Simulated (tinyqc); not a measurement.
# Worked calculation: conduction-band offset of an n-N heterojunction from carrier-profile moments

Numbers from tinyqc (`OMP_NUM_THREADS=1 python tinyqc.py 2410032 2410033 out.jsonl`; about 0.08 s on one thread of a shared Intel Xeon 2.30GHz). Printed values are rounded.

Layer 1 (x < 0) accumulates electrons and layer 2 (x > 0) is depleted. Boltzmann statistics. The bands bend down by V1 in layer 1 and up by V2 in layer 2, with V1 + V2 = VD = dE + Vt ln[(N2/Nc2)/(N1/Nc1)].

Parameters, values chosen for the exercise; values of the order of III-V alloys: temperature T = 300 K; relative permittivity of both layers eps_r = 12.1; density of states of the narrow-gap layer 1 Nc1 = 5.4e17 cm^-3; density of states of the wide-gap layer 2 Nc2 = 8.7e17 cm^-3; conduction-band offset dE = 0.13 eV; donor density in layer 1 N1 = 5.3e15 cm^-3; donor density in layer 2 N2 = 5.5e16 cm^-3; fixed charge at the interface si = 0 cm^-2.

Constants: q = 1.602176634e-19 C, kB = 1.380649e-23 J/K, Vt = kB T/q, eps0 = 8.8541878128e-14 F/cm where lengths are in cm. Results are converted to the units shown.

## Division of the diffusion potential

Sheet densities from the first integral: Q1 = sqrt((2 eps0 eps_r Vt N1/q)(exp(u1) - u1 - 1)) extra electrons, Q2 = sqrt((2 eps0 eps_r Vt N2/q)(exp(-u2) + u2 - 1)) missing ones, u = V/Vt; neutrality Q1 = Q2 + si. Q1 - Q2 rises steadily with V1, so V1 follows by bisection.

VD = 0.178155 V
V1 = 0.0882955 V
V2 = 0.0898591 V
Q1 = 2.18333e11 cm^-2
n at x = 0- = 1.61278e17 cm^-3
n at x = 0+ = 1.70136e15 cm^-3

n drops across the interface by 94.8 = (Nc1/Nc2) exp(dE/Vt).

## Electron profile

| left point | -x (nm) |
|---|---|
| 0 | 0 |
| 1 | 1.32 |
| 2 | 8.01 |
| 3 | 23 |
| 4 | 48.5 |
| 5 | 86.7 |
| 6 | 139 |
| 7 | 208 |
| 8 | 294 |
| 9 | 400 |

| right point | x (nm) |
|---|---|
| 0 | 0 |
| 1 | 9.41 |
| 2 | 23.2 |
| 3 | 39.3 |
| 4 | 57.1 |
| 5 | 76.3 |
| 6 | 96.7 |
| 7 | 118 |
| 8 | 141 |
| 9 | 164 |

Integrate the field q Q(V)/(eps0 eps_r) away from the interface on each side; n = N exp(+/- V/Vt).

| left point | n in layer 1 (cm^-3) |
|---|---|
| 0 | 1.61278e17 |
| 1 | 1.37531e17 |
| 2 | 7.28337e16 |
| 3 | 3.05465e16 |
| 4 | 1.42404e16 |
| 5 | 8.43006e15 |
| 6 | 6.32667e15 |
| 7 | 5.58180e15 |
| 8 | 5.36085e15 |
| 9 | 5.30945e15 |

| right point | n in layer 2 (cm^-3) |
|---|---|
| 0 | 1.70136e15 |
| 1 | 4.88217e15 |
| 2 | 1.45396e16 |
| 3 | 3.00302e16 |
| 4 | 4.34473e16 |
| 5 | 5.06747e16 |
| 6 | 5.35799e16 |
| 7 | 5.45677e16 |
| 8 | 5.48814e16 |
| 9 | 5.49676e16 |

## Offset from the moments

A C-V profile smears n(x) but keeps its zeroth and first moments: si = -int (N - n) dx, VD = (q/(eps0 eps_r)) int (N - n) x dx, dE = VD - Vt ln[(N2/Nc2)/(N1/Nc1)]. Use the trapezoidal rule on each side.

si = 1.90841e10 cm^-2
VD = 0.177711 V
dE = 0.129557 eV

On these few points dE comes out -0.44 meV from the true 0.13 eV, and si misses by 1.9e10 cm^-2, 8.7 % of Q1.
